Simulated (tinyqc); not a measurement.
Comparisons within one model: Shockley-Read-Hall recombination through one deep level. A value that a table varies takes the place of the one given here.

One level at Et with degeneracy 1: tn = 1/(sn vth Nt), tp = 1/(sp_ vth Nt), n1 = Nc exp((Et - Eg)/kT), p1 = Nv exp(-Et/kT), ni^2 = n1 p1. Equilibrium p0 = Nm, n0 = ni^2/Nm; n = n0 + dn, p = p0 + dn. U = (n p - ni^2)/(tp (n + n1) + tn (p + p1)), lifetime dn/U; emission rates en = sn vth n1, ep = sp_ vth p1.

Constants: kB = 8.617333262e-05 eV/K.

Parameters, chosen for this exercise (gap and densities of states near those of GaAs at this temperature; the results hold for these values, not for the real material): E1 = 0.683 eV (level (+1/0) above Ev); E2 = 0.887 eV (level (0/-1) above Ev); gm = 1 (degeneracy of the middle state, the others 1); T = 300 K; Eg = 1.431 eV (gap); Nc = 4.74e+17 1/cm^3 (conduction-band density of states); Nv = 8.75e+18 1/cm^3 (valence-band density of states); Nd = -2.9e+14 1/cm^3 (ionised shallow donors minus acceptors); Et = 0.887 eV (recombination level above Ev); Nt = 2.1e+13 1/cm^3 (defects); sn = 1.5e-15 cm^2 (electron capture cross-section); sp_ = 1.3e-15 cm^2 (hole capture cross-section); vth = 20000000 cm/s (thermal velocity, both carriers); Nm = 2.7e+14 1/cm^3 (equilibrium holes for the lifetime steps); dn = 7.2e+15 1/cm^3 (excess pairs).

## Charge state against the Fermi level (deep level with several charge states)

Energies from Ev. The defect has charge states +1, 0, -1 with weights 1, gm exp((EF - E1)/kT), exp((2 EF - E1 - E2)/kT); the shares are the weights over their sum. Boltzmann carriers: n = Nc exp((EF - Eg)/kT), p = Nv exp(-EF/kT). Neutrality: p - n + Nd + Nt <q> = 0.

Shares:
```
EF (eV)     +1      0     -1     <q>
0.086    1.000  0.000  0.000   1.000
0.200    1.000  0.000  0.000   1.000
0.315    1.000  0.000  0.000   1.000
0.429    1.000  0.000  0.000   1.000
0.544    0.995  0.005  0.000   0.995
0.658    0.725  0.275  0.000   0.724
0.773    0.029  0.959  0.012   0.018
0.887    0.000  0.500  0.500  -0.500
1.002    0.000  0.012  0.988  -0.988
1.116    0.000  0.000  1.000  -1.000
1.231    0.000  0.000  1.000  -1.000
1.345    0.000  0.000  1.000  -1.000
```

Where the levels are several kT apart the middle state rules between about E1 - kT ln gm = 0.683 and E2 + kT ln gm = 0.887 eV; its largest share listed is 0.959. Each step spreads from 10 % to 90 % over 4.4 kT = 0.114 eV.

## Defects against doping (deep level with several charge states)

Nt takes the listed multiples of |Nd|; the resistivity uses mobilities of 1000 (electrons) and 300 (holes) cm^2/(V s), chosen for the exercise, and e = 1.602176634e-19 C.

Neutral state:
```
Nt/|Nd|  EF (eV)  n (1/cm^3)  p (1/cm^3)  rho (ohm cm)
0.01      0.2669      0.0132    2.87e+14          72.5
0.10      0.2694      0.0145    2.61e+14          79.7
0.30      0.2759      0.0186    2.03e+14           102
0.60      0.2903      0.0326    1.16e+14           179
0.90      0.3262       0.131    2.90e+13           717
1.10      0.6235    1.29e+04    2.94e+08      7.08e+07
1.50      0.6651    6.44e+04    5.88e+07      3.53e+08
3.00      0.7008    2.57e+05    1.47e+07      1.33e+09
10.00     0.7389    1.12e+06    3.38e+06      2.93e+09
```

EF goes from 0.267 to 0.739 eV and the resistivity from 72.5 to 2.93e+09 ohm cm, with a largest value of 2.93e+09. The largest move of EF, +0.297 eV, comes between Nt/|Nd| = 0.9 and 1.1; the levels lie at 0.683 and 0.887 eV. A defect can take up to one carrier of either sign, so the doping can be cancelled no earlier than Nt = |Nd|, there only if EF lies well beyond the level that takes the carriers and otherwise at larger Nt (mean charge +0.10 in the last row).

## Lifetime against injection

Recombination:
```
dn (1/cm^3)  lifetime (microsecond)  U (1/(cm^3 s))
1.0e+11                       1.588        6.30e+16
1.0e+12                       1.594        6.27e+17
1.0e+13                       1.653        6.05e+18
1.0e+14                       2.082        4.80e+19
1.0e+15                       3.029        3.30e+20
1.0e+16                       3.371        2.97e+21
1.0e+17                       3.414        2.93e+22
1.0e+18                       3.418        2.93e+23
```

The lifetime rises from 1.588 to 3.418 microsecond; tn + tp = 3.419. At low injection it is tn (1 + p1/p0) + tp n1/p0 with n1/Nm = 1.3e-06 and p1/Nm = 4.1e-11: re-emission is negligible, so minority capture alone counts. Auger and radiative paths are left out; they cut in at the highest injections, and in a doped direct-gap crystal the radiative one counts at all injections. dn = dp neglects trapped charge, which matters where the traps hold a charge comparable with dn, at low injection and with very unequal cross sections.

## Where a level does most harm

Et takes the values listed; G = Nt en ep/(en + ep) in a depleted region; the lifetime is for dn = 1e11 1/cm^3.

Results:
```
Et (eV)  lifetime (microsecond)  G (1/(cm^3 s))
0.086                  1.85e+03            7.59
0.200                      24.0             624
0.315                      1.85        5.34e+04
0.429                      1.59        4.39e+06
0.544                      1.59        3.75e+08
0.658                      1.59        3.08e+10
0.773                      1.59        4.16e+11
0.887                      1.59        6.00e+09
1.002                      1.59        7.02e+07
1.116                      1.60        8.54e+05
1.231                      2.99        9.98e+03
1.345                       117             121
```

Generation peaks where en = ep, at Eg/2 + (kT/2) ln(sp_ Nv/(sn Nc)) = 0.751 eV; the largest value listed is at 0.773 eV, and G falls by a decade for each 0.060 eV away from the peak. The lifetime is within a factor 2 of its minimum, 1.59 microsecond, from 0.315 to 1.231 eV: recombination tolerates a wide range of Et, generation a narrow one.

## What moves lifetime and leakage

G = Nt en ep/(en + ep). Each row changes one parameter from the base and keeps the others.

Results:
```
case                  lifetime (microsecond)  G (1/(cm^3 s))
base                                   3.353        6.00e+09
Et = 0.927 eV                          3.353        1.28e+09
sn = 3e-15 cm^2                        2.559        6.00e+09
sp_ = 2.6e-15 cm^2                     2.470        1.20e+10
Nt = 1.05e+13 1/cm^3                   6.705        3.00e+09
Nm = 8.1e+14 1/cm^3                    3.234        6.00e+09
dn = 2.16e+16 1/cm^3                   3.396        6.00e+09
```

The largest shifts from the base row, up to three for each result and ties (the steps differ in size, so this ranks the rows, not the parameters). lifetime (microsecond): Nt +3.35, sp_ -0.883, sn -0.794; unchanged at the printed digits by Et. G (1/(cm^3 s)): sp_ +6.00e+09, Et -4.72e+09, Nt -3.00e+09; unchanged at the printed digits by sn, Nm and dn.

(tinyqc, `OMP_NUM_THREADS=1 python tinyqc.py 1652620 1652621 out.jsonl`, Intel(R) Xeon(R) Processor @ 2.30GHz, 1 thread, shared host, about 0.01 s.)
